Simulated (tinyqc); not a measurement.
Comparisons within one model: deformation-potential model of the Delta valleys of a conduction band. A value that a table varies takes the place of the one given here.

Valleys with axes along x, y and z, each a pair at +k and -k. Herring-Vogt shift of a valley with unit axis a: dE = Xd tr(e) + Xu a.e.a. Non-degenerate shares n_i = exp(-dE_i/kT)/sum_j exp(-dE_j/kT). Inverse mass tensor of a valley: (1 - a a)/mt + a a/ml; the masses are taken as independent of strain.

s11 = (C11 + C12)/((C11 - C12)(C11 + 2 C12)), s12 = -C12/((C11 - C12)(C11 + 2 C12)), s44 = 1/C44; exx = s11 sxx + s12 (syy + szz) and cyclic, exy = s44 sxy/2; tension is positive. A uniaxial stress X along the unit vector n is s_ij = X n_i n_j.

Constants: kB = 8.617333262e-05 eV/K.

Inputs chosen for the exercise (near those of Si; not measured data):

| symbol | value | unit | meaning |
|---|---|---|---|
| ml | 0.885 | m0 | longitudinal mass |
| mt | 0.195 | m0 | transverse mass |
| Xd | 1 | eV | dilation potential |
| Xu | 9.55 | eV | uniaxial potential |
| C11 | 165 | GPa |  |
| C12 | 63.6 | GPa |  |
| C44 | 78.9 | GPa |  |
| load | uniaxial [110] |  | kind of stress |
| T | 400 | K | temperature |
| X1 | 1.4 | GPa | size of the stress |
| X | -1.37 | GPa | stress |

## Sweep of a uniaxial [110] stress

m_c = 1/(u.M.u) along [1-10] with M = sum_i n_i (inverse mass tensor); gain against zero stress at a fixed scattering time.

Results:

| X (GPa) | spread (meV) | lowest edge (meV) | n x | n y | n z | m_c (m0) | gain (%) |
|---|---|---|---|---|---|---|---|
| -1.50 | 70.6 | -45.0 | 0.470 | 0.470 | 0.061 | 0.3077 | -14.4 |
| -0.75 | 35.3 | -22.5 | 0.424 | 0.424 | 0.152 | 0.2913 | -9.5 |
| -0.30 | 14.1 | -9.0 | 0.375 | 0.375 | 0.249 | 0.2757 | -4.4 |
| 0.00 | 0.0 | 0.0 | 0.333 | 0.333 | 0.333 | 0.2635 | 0.0 |
| 0.30 | 14.1 | -5.1 | 0.285 | 0.285 | 0.430 | 0.2508 | 5.1 |
| 0.75 | 35.3 | -12.8 | 0.209 | 0.209 | 0.582 | 0.2329 | 13.1 |
| 1.50 | 70.6 | -25.6 | 0.102 | 0.102 | 0.795 | 0.2119 | 24.3 |

How do the results move?

Along [1-10] the gain is -14.4 % at -1.50 GPa and +24.3 % at 1.50 GPa. The slope at zero stress (from +/- 0.001 GPa), +16.0 % per GPa, carried to the ends would give -24 and +24 %; the response is lopsided, at one end still at or above the line; it saturates once the spread passes a few kT (kT = 34.5 meV, spread up to 71 meV).

## Gain for each load and current direction

Each load has the size X1. Gain m_c(0)/m_c - 1 in per cent from repopulation alone, m_c = 1/(u.M.u), M = sum_i n_i (inverse mass tensor); biaxial means sxx = syy.

Gain (%); + is tension, - compression:

| load | [100] | [010] | [001] | [110] | [1-10] | [111] |
|---|---|---|---|---|---|---|
| uniaxial [110] (+) | 23.1 | 23.1 | -46.2 | 23.1 | 23.1 | 0.0 |
| uniaxial [110] (-) | -13.9 | -13.9 | 27.9 | -13.9 | -13.9 | 0.0 |
| uniaxial [100] (+) | 34.0 | -17.0 | -17.0 | 8.5 | 8.5 | 0.0 |
| uniaxial [100] (-) | -65.8 | 32.9 | 32.9 | -16.5 | -16.5 | 0.0 |
| uniaxial [111] (+) | 0.0 | 0.0 | 0.0 | 0.0 | 0.0 | 0.0 |
| uniaxial [111] (-) | 0.0 | 0.0 | 0.0 | 0.0 | 0.0 | 0.0 |
| biaxial (001) (+) | 32.9 | 32.9 | -65.8 | 32.9 | 32.9 | 0.0 |
| biaxial (001) (-) | -17.0 | -17.0 | 34.0 | -17.0 | -17.0 | 0.0 |

What can be read from the table?

The largest gain is +34.0 %, for uniaxial [100] (+) with the current along [100] and biaxial (001) (-) with the current along [001]; for a [110] channel it is +32.9 %, under biaxial (001) (+). No gain or loss appears under uniaxial [111]: the valleys stay equivalent (in real silicon shear also changes the masses, which this model leaves out).

## Temperature and repopulation

The load is fixed; m_c along [1-10] as 1/(u.M.u).

Results:

| T (K) | kT (meV) | n x | n y | n z | m_c (m0) |
|---|---|---|---|---|---|
| 50 | 4.31 | 0.500 | 0.500 | 0.000 | 0.3196 |
| 77 | 6.64 | 0.500 | 0.500 | 0.000 | 0.3196 |
| 150 | 12.93 | 0.498 | 0.498 | 0.003 | 0.3189 |
| 225 | 19.39 | 0.491 | 0.491 | 0.018 | 0.3160 |
| 300 | 25.85 | 0.480 | 0.480 | 0.040 | 0.3117 |
| 400 | 34.47 | 0.464 | 0.464 | 0.071 | 0.3056 |
| 500 | 43.09 | 0.450 | 0.450 | 0.101 | 0.3003 |

How do the results move?

The largest share falls from 0.500 at 50 K to 0.450 at 500 K (equal shares: 0.333); m_c goes from 0.3196 to 0.3003, against 0.2635 without stress. Only spread/kT enters, so the small-stress response goes as 1/T.

## What each parameter does

Spread of the valley edges, lowest edge, largest share and m_c along [1-10]. Each row changes one parameter from the base and keeps the others.

Results:

| case | spread (meV) | lowest edge (meV) | largest share | m_c (m0) |
|---|---|---|---|---|
| base | 64.51 | -41.12 | 0.4643 | 0.3056 |
| ml = 0.708 m0 | 64.51 | -41.12 | 0.4643 | 0.2939 |
| mt = 0.156 m0 | 64.51 | -41.12 | 0.4643 | 0.2526 |
| Xd = 0.8 eV | 64.51 | -40.18 | 0.4643 | 0.3056 |
| Xu = 7.64 eV | 51.61 | -33.83 | 0.4497 | 0.3003 |
| C11 = 198 GPa | 48.67 | -33.85 | 0.4457 | 0.2989 |
| C12 = 76.32 GPa | 73.77 | -42.63 | 0.4722 | 0.3086 |
| C44 = 94.68 GPa | 64.51 | -41.12 | 0.4643 | 0.3056 |
| X = -1.644 GPa | 77.42 | -49.34 | 0.4749 | 0.3096 |
| T = 480 K | 64.51 | -41.12 | 0.4524 | 0.3013 |

How do the results move?

The largest shifts from the base row, up to three for each result and ties (the steps differ in size, so this ranks the rows, not the parameters). spread (meV): C11 -15.84, Xu -12.90, X +12.90; unchanged at the printed digits by ml, mt, Xd, C44 and T. lowest edge (meV): X -8.22, Xu +7.29, C11 +7.27; unchanged at the printed digits by ml, mt, C44 and T. largest share: C11 -0.0186, Xu -0.0146, T -0.0118; unchanged at the printed digits by ml, mt, Xd and C44. m_c (m0): mt -0.0530, ml -0.0118, C11 -0.0068; unchanged at the printed digits by Xd and C44. Xd moves all valleys together, so it shifts the edge and nothing else.

Run: tinyqc, `OMP_NUM_THREADS=1 python tinyqc.py 1081176 1081177 out.jsonl`; Intel(R) Xeon(R) Processor @ 2.30GHz, one thread, shared host; about 0.03 s of CPU time with all checks.
